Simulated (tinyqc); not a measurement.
# Threshold and carrier lifetime from two turn-on delays

Problem. With a constant carrier lifetime tau, a current step from 0 to I reaches threshold after td = tau ln(I/(I - Ith)). Find Ith and tau.

turn-on delay for steps from 0 to 0.33 and to 0.67 mA (ns): 1.0986123  0.39803013

Answer. The ratio of the delays holds no tau and rises steadily with Ith, so it has one root below the smaller current.

Ith = 0.220 mA
tau = 1.00 ns

Numbers from tinyqc (`OMP_NUM_THREADS=1 python tinyqc.py 2840036 2840037 out.jsonl`; about 0.01 s on one thread of a shared Intel Xeon 2.30GHz).
